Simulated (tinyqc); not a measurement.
Chemical trend: level against potential: deep trap from a strong local potential in a two-band host (Koster-Slater model with semi-elliptic bands). Computed by tinyqc, a small Python program. Command: `OMP_NUM_THREADS=1 python tinyqc.py 3023127 3023128 out.jsonl deeptrap walk`. One thread of a shared host (Intel(R) Xeon(R) Processor @ 2.30GHz), about 0.03 s of CPU time with the checks.

The valence band spans -2 W_v to 0 and the conduction band E_g to E_g + 2 W_c. The orbital at the impurity site has weight f_v in the valence band and 1 - f_v in the conduction band, each spread as a semi-ellipse (2/(pi W^2)) sqrt(W^2 - x^2) about the band centre. The impurity adds U to this orbital. Spin is left out.

Inputs (values chosen for the exercise, with a gap close to that of ZnSe):

| quantity | value | unit |
|---|---|---|
| gap E_g | 2.76 | eV |
| half-width of the valence band W_v | 5.8 | eV |
| half-width of the conduction band W_c | 5.2 | eV |
| valence weight f_v of the site orbital | 0.6 | - |

Impurity: attractive, donor-like.

Method:
- In the gap G(E) = f_v (2/W_v^2)[x - sqrt(x^2 - W_v^2)] - (1 - f_v)(2/W_c^2)[y - sqrt(y^2 - W_c^2)], x = E + W_v, y = E_g + W_c - E.
- G falls across the gap from G(0) to G(E_g). A repulsive U binds if U > 1/G(0), an attractive one if U < 1/G(E_g); the vacancy level (U infinite) solves G(E) = 0 (bisection).
- The trap level solves G(E) = 1/U (bisection). With D = -dG/dE = D_v + D_c, D_v = f_v (2/W_v^2)[x/sqrt(x^2 - W_v^2) - 1] and D_c = (1 - f_v)(2/W_c^2)[y/sqrt(y^2 - W_c^2) - 1], the weight on the impurity orbital is 1/(U^2 D) and the conduction-band character is D_c/D.
- U is 1.05, 1.2, 1.5, 2, 3, 5, 10 and 30 times the threshold, rounded to three digits; the largest values are formal and only show the vacancy limit.

attractive threshold = -13.6859 eV

vacancy level = 2.04131 eV

Trend:

| U (eV) | E_t (eV) | weight on the impurity | conduction character | E_t - vacancy level (eV) |
|---|---|---|---|---|
| -14.4 | 2.7585 | 0.003917 | 0.98957 | 0.71723 |
| -16.4 | 2.7432 | 0.010551 | 0.96336 | 0.70190 |
| -20.5 | 2.6893 | 0.014439 | 0.92003 | 0.64796 |
| -27.4 | 2.5930 | 0.012853 | 0.86799 | 0.55171 |
| -41.1 | 2.4530 | 0.007919 | 0.80643 | 0.41171 |
| -68.4 | 2.3088 | 0.003484 | 0.74943 | 0.26749 |
| -137.0 | 2.1819 | 0.000977 | 0.70193 | 0.14056 |
| -411.0 | 2.0896 | 0.000116 | 0.66843 | 0.04829 |

What follows from these numbers?

dE_t/dU equals the weight on the impurity, which peaks at 0.014 (U = -20.5 eV) and falls to 1.2e-4 in the last row, so beyond the peak each further eV of potential moves the level less. The level nears the vacancy level, 2.041 eV, as 1/U: it is 0.141 eV away at 10 times the threshold and 0.048 eV at 30 times, and the state is then host-like.

Extremes, crossings and ranges named in words are read from the listed rows.
